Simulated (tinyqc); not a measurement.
Capacitance of parallel on-chip lines from Laplace's equation on a mesh: one step of the calculation.

Cross-section of an endless row of equal lines between two grounded planes; neighbours are driven in antiphase (+1 V and -1 V), so the plane midway between two lines is at 0 V. By symmetry one quarter is solved: x runs from the centre of a line (column 0, mirror) to that midplane (column 4, 0 V), y from the mid-height of the line (row 0, mirror) to the ground plane (row 4, 0 V). The line fills columns 0 to 2 and rows 0 to 2 at 1 V. Cells beside the line (below row 2) have e2, cells above have e1. Each link between nodes has the conductance g = mean permittivity of the two cells beside it (a cell beyond a mirror counts as 0), and the free nodes obey sum g (V_neighbour - V) = 0.

Task. Link conductances. gx[j, i] joins node (row j, column i) to column i + 1, gy[j, i] to row j + 1.

Inputs (values chosen for the exercise):
- e1 = 4.2 (relative permittivity above and below the lines)
- e2 = 7 (relative permittivity between the lines)

Wanted: gx; gy.

Result.

gx:
```
        col 0   col 1   col 2   col 3
row 0  3.5000  3.5000  3.5000  3.5000
row 1  7.0000  7.0000  7.0000  7.0000
row 2  5.6000  5.6000  5.6000  5.6000
row 3  4.2000  4.2000  4.2000  4.2000
row 4  2.1000  2.1000  2.1000  2.1000
```

gy:
```
        col 0   col 1   col 2   col 3   col 4
row 0  3.5000  7.0000  7.0000  7.0000  3.5000
row 1  3.5000  7.0000  7.0000  7.0000  3.5000
row 2  2.1000  4.2000  4.2000  4.2000  2.1000
row 3  2.1000  4.2000  4.2000  4.2000  2.1000
```

tinyqc, about 0.6 s, one thread, Intel Xeon 2.30GHz (shared host): `OMP_NUM_THREADS=1 python tinyqc.py 2790120 2790121 out.jsonl`
